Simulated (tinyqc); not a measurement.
Inside a calculation. Model: n-type polysilicon, carrier trapping at grain boundaries.

Numbers from tinyqc (`OMP_NUM_THREADS=1 python tinyqc.py 2830140 2830141 out.jsonl`; about 0.01 s on one thread of a shared Intel Xeon 2.30GHz). Printed values are rounded.

One-dimensional grains of size Lg, uniform ionised doping N, monovalent traps Qt at each boundary at a depth Et below (for electrons) or above (for holes) the band edge there, abrupt depletion of width W on each side of a boundary, Boltzmann statistics. xi is the distance from the band edge at the grain centre to the Fermi level. Trapped charge Qt/(1 + exp((xi + VB - Et)/Vt)) = 2 N W, barrier VB = q N W^2/(2 eps0 eps_r).

Inputs (values chosen for the exercise); values of the order met in polycrystalline silicon:

| symbol | value | unit | meaning |
|---|---|---|---|
| T | 300 | K | temperature |
| eps_r | 11.7 |  | relative permittivity |
| NB | 2.8e19 | cm^-3 | conduction-band density of states at T |
| Lg | 23 | nm | grain size |
| Qt | 1.5e12 | cm^-2 | trap density of a grain boundary |
| Et | 0.44 | eV | depth of the trap level from the majority band edge at the boundary |
| ms | 0.58 | m0 | mass for thermionic emission |
| fe | 0.12 |  | correction factor of the emission rate |
| mug | 64 | cm^2/(V s) | mobility inside the grains |
| N | 5e18 | cm^-3 | doping |

Constants: q = 1.602176634e-19 C, kB = 1.380649e-23 J/K, m0 = 9.1093837015e-31 kg, Vt = kB T/q, eps0 = 8.8541878128e-14 F/cm where lengths are in cm. Results are converted to the units shown.

Range of the model: VB is below Vt, where abrupt depletion and thermionic emission are rough.

## Starting value

W = 0.9 nm.

W at the start = 0.9 nm

## Iteration 1: new W

Partly depleted grain, xi = Vt ln(NB/N): f = 1/(1 + exp((xi + VB - Et)/Vt)), g = Qt f - 2 N W, g' = -2 Qt f (1 - f) VB/(W Vt) - 2 N, W(new) = W - g/g'.

VB = 0.003131849 V
f = 0.9999997
g = 5.999996e11 cm^-2
g' = -1.000000e12 cm^-2/nm
W after iteration 1 = 1.500000 nm

## Iteration 2: new W

As before.

VB = 0.008699576 V
f = 0.9999997
g = -30318.23 cm^-2
g' = -1.000000e12 cm^-2/nm
W after iteration 2 = 1.500000 nm

## Course of the iteration

Stop when the step is below 1e-10 nm, or after 40 iterations.

Course of the iteration:
```
iteration	W before the step (nm)	step (nm)
1	0.9	0.600
2	1.500000	-3.03e-8
3	1.500000	< 1e-13
```

Converged in 3 iterations.

## Depletion width, Fermi level and barrier

If the trap equation with xi = Vt ln(NB/N) has a root W < Lg/2, the grain is partly depleted; otherwise W = Lg/2 and the trap equation gives xi = Et - VB + Vt ln(Qt/(N Lg) - 1). N* = Qt/Lg.

N* = 6.521739e17 cm^-3
W = 1.500000 nm
xi = 0.04453696 V
VB = 0.008699575 V
share of traps filled = 0.9999997

N is 7.67 N*, and the grain is partly depleted; VB = 0.337 Vt.

## Resistivity and effective mobility

n0 = NB exp(-xi/Vt); mean density n0 (1 - 2 W/Lg) by charge balance in a partly depleted grain, and n0 (sqrt(pi)/2) erf(u)/u with u = sqrt(VB/Vt) in a fully depleted one; v = sqrt(kB T/(2 pi ms m0)); barrier resistivity Vt exp(VB/Vt)/(q fe n0 v Lg); grain resistivity (1 - 2 W/Lg)/(q n0 mug); effective mobility 1/(q mean density total resistivity).

n0 = 5e18 cm^-3
mean density = 4.347826e18 cm^-3
v = 3.532270e6 cm/s
barrier resistivity = 0.04634440 ohm cm
grain resistivity = 0.01696062 ohm cm
resistivity = 0.06330502 ohm cm
effective mobility = 22.67667 cm^2/(V s)

The resistivity is 3.25 times that of a single crystal with the same N and mobility mug, and the mean density is 87.0 % of N.
